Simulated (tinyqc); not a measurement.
Vacuum evaporation: vapour pressure, source flux, thickness distribution, purity and step coverage: one step, computed by the program tinyqc.

Molecular flow, unit sticking of the metal, no re-evaporation. The background gas is taken as water vapour (18.015 g/mol, collision diameter 0.37 nm) at 300 K.

Question. Offset source and rotation. Rotating wafer, source offset by s and facing upwards: thickness at radius r is the mean over the angle a of (1 + (r^2 + s^2 - 2 r s cos a)/h^2)^(-(n + 3)/2), by 360 equal steps; non-uniformity (max - min)/(max + min) over 21 radii from 0 to R.

Inputs (values chosen for the exercise, modelled on nickel, with constants for the liquid): directionality n = 1; source-to-wafer distance h = 18 cm; wafer radius R = 15 cm; source offset from the axis s/h = 0.28.

Give: centre thickness relative to an axial source; edge over centre, rotating; non-uniformity, rotating.

Answer.

centre thickness relative to an axial source = 0.8599

edge over centre, rotating = 0.4121

non-uniformity, rotating = 41.63 %
